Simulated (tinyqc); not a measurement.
Surface Green function of a square-lattice strip three rows wide, Sancho-Rubio decimation: one step of the calculation.

A semi-infinite lead of cells 0, 1, 2, ... with H0 inside a cell and H1 = <cell i|H|cell i + 1>. A cell is one column of three sites. z = E + i eta.

Problem. Decimation. Start with e_s = e = H0, a = H1, b = H1^dagger. Each round: g = (z - e)^(-1); e_s <- e_s + a g b; e <- e + a g b + b g a; a <- a g a; b <- b g b (all with the old a, b). Round k joins cells 2^k apart.

Values chosen for this exercise:
- E = -0.95 eV (energy)
- eta = 0.002 eV (broadening)

H0 (eV):
```
       1      2      3
1  -0.07  -1.14      0
2  -1.14   0.11  -1.14
3      0  -1.14    0.6
```

H1 (eV):
```
    1   2   3
1  -1   0   0
2   0  -1   0
3   0   0  -1
```

Wanted: g; e_s after round 1; e after round 1; a after round 1; b after round 1.

Solution.

g (1/eV):
```
              1             2              3
1  0.201-0.003i  1.032-0.003i   0.759-0.001i
2  1.032-0.003i  0.797-0.004i   0.586-0.002i
3  0.759-0.001i  0.586-0.002i  -0.214-0.002i
```

e_s after round 1 (eV):
```
                 1                2                3
1   0.1306-0.0034i  -0.1080-0.0029i   0.7590-0.0012i
2  -0.1080-0.0029i   0.9066-0.0041i  -0.5541-0.0022i
3   0.7590-0.0012i  -0.5541-0.0022i   0.3858-0.0019i
```

e after round 1 (eV):
```
              1             2             3
1  0.331-0.007i  0.924-0.006i  1.518-0.002i
2  0.924-0.006i  1.703-0.008i  0.032-0.004i
3  1.518-0.002i  0.032-0.004i  0.172-0.004i
```

a after round 1 (eV):
```
              1             2              3
1  0.201-0.003i  1.032-0.003i   0.759-0.001i
2  1.032-0.003i  0.797-0.004i   0.586-0.002i
3  0.759-0.001i  0.586-0.002i  -0.214-0.002i
```

b after round 1 (eV):
```
              1             2              3
1  0.201-0.003i  1.032-0.003i   0.759-0.001i
2  1.032-0.003i  0.797-0.004i   0.586-0.002i
3  0.759-0.001i  0.586-0.002i  -0.214-0.002i
```

Program tinyqc, `OMP_NUM_THREADS=1 python tinyqc.py 2680045 2680046 out.jsonl`; Intel Xeon 2.30GHz, shared host, one thread, about 0.07 s.
